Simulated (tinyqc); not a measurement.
Inside a calculation. Method: plane-wave Kohn-Sham cycle with exchange-only LDA in a layered model solid. One step of it, computed by the program tinyqc.

Problem. Iteration 1: levels at that k. Diagonalise the Hermitian matrix.

H (hartree):
```
           -3         -2         -1         +0         +1         +2         +3
-3   6.549852  -0.300000   0.040000   0.000000   0.000000   0.000000   0.000000
-2  -0.300000   2.755309  -0.300000   0.040000   0.000000   0.000000   0.000000
-1   0.040000  -0.300000   0.478584  -0.300000   0.040000   0.000000   0.000000
+0   0.000000   0.040000  -0.300000  -0.280324  -0.300000   0.040000   0.000000
+1   0.000000   0.000000   0.040000  -0.300000   0.478584  -0.300000   0.040000
+2   0.000000   0.000000   0.000000   0.040000  -0.300000   2.755309  -0.300000
+3   0.000000   0.000000   0.000000   0.000000   0.040000  -0.300000   6.549852
```

Give: eigenvalues.

Solution.

eigenvalues (hartree): -0.465  0.400  0.660  2.769  2.775  6.574  6.574
